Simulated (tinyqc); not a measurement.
Changing the liner thickness t: size effects in the resistivity of thin metal films and interconnect lines. Computed by tinyqc, a small Python program. Command: `OMP_NUM_THREADS=1 python tinyqc.py 3002238 3002239 out.jsonl size sweep`. One thread of a shared host (Intel(R) Xeon(R) Processor @ 2.30GHz), about 0.01 s of CPU time with the checks.

Electrons lose their drift at surfaces (a share 1 - p of the hits) and at grain boundaries (reflection R), besides bulk scattering. The line sits in a trench with a non-conducting liner on both walls and the bottom; the spacing equals the drawn width.

Inputs (values chosen for the exercise, modelled on silver):
```
quantity                          value         unit
bulk resistivity rho_b             1.62  microohm cm
bulk mean free path lambda         50.2           nm
specularity p                      0.73            -
grain-boundary reflection R        0.12            -
drawn line width w                  9.5           nm
grain size over metal width         1.2            -
aspect ratio (height over width)    1.4            -
line length                         200   micrometre
permittivity of the dielectric k    2.6            -
```

Geometry: line.

Constants: eps_0 = 8.8541878128e-12 F/m.

Method:
- Metal width w_m = w - 2t, height h_m = (aspect ratio) w - t, grain size D = (ratio) w_m.
- Mayadas-Shatzkes: alpha = (lambda/D) R/(1 - R); rho_b/rho = 1 - 3 alpha/2 + 3 alpha^2 - 3 alpha^3 ln(1 + 1/alpha).
- Fuchs-Sondheimer film: rho_b/rho = 1 - (3/(2 kappa))(1 - p) int_0^1 (s - s^3)(1 - exp(-kappa/s))/(1 - p exp(-kappa/s)) ds, f = rho/rho_b, kappa = thickness/lambda, 80 Gauss-Legendre points.
- Line: the excess of a film of thickness w_m and of a film of thickness h_m are added, rho/rho_b = 1 + (f(w_m) - 1) + (f(h_m) - 1), an estimate that holds best when both sides exceed lambda.
- Total: rho = rho_b [1 + surface excess + grain excess]; resistance per length rho/(w_m h_m); capacitance per length C = 2 k eps_0 (aspect ratio + 1/2), a parallel-plate estimate for two neighbours plus a fixed term for the planes above and below; delay 0.38 R C L^2; effective resistivity per drawn area.

One run for each value; columns: (1) liner thickness t (nm); (2) resistance per length (ohm/micrometre); (3) share of the trench filled by metal (%); (4) resistivity rho (microohm cm):
```
(1)    (2)    (3)    (4)
0.20   380  94.35  4.524
0.62   455  82.89  4.761
1.00   544  73.01  5.016
1.90   903  51.43  5.866
2.30  1192  42.66  6.427
2.70  1654  34.40  7.190
3.20  2765  24.78  8.656
```

Give the missing row, liner thickness t (nm) = 1.50.

Computed row; columns: (1) liner thickness t (nm); (2) resistance per length (ohm/micrometre); (3) share of the trench filled by metal (%); (4) resistivity rho (microohm cm):
```
(1)   (2)    (3)    (4)
1.50  709  60.70  5.435
```

Interpolating between the two neighbouring rows (the first column on a logarithmic scale, the others too where they are positive) misses most in resistance per length (ohm/micrometre), by 5.7 %. Over the rows, resistance per length (ohm/micrometre) rises from 380 to 2760 (exponent d ln y / d ln x 0.16 between the first rows and 3.0 between the last); share of the trench filled by metal (%) falls from 94.3 to 24.8 (exponent d ln y / d ln x -0.11 between the first rows and -1.9 between the last); resistivity rho (microohm cm) rises from 4.52 to 8.66 (exponent d ln y / d ln x 0.045 between the first rows and 1.1 between the last). A thicker liner costs twice: less area, and a narrower core with more surface and grain scattering.

Caution (all rows): for lines much narrower than lambda adding the two film terms and the grain term underestimates the resistivity.
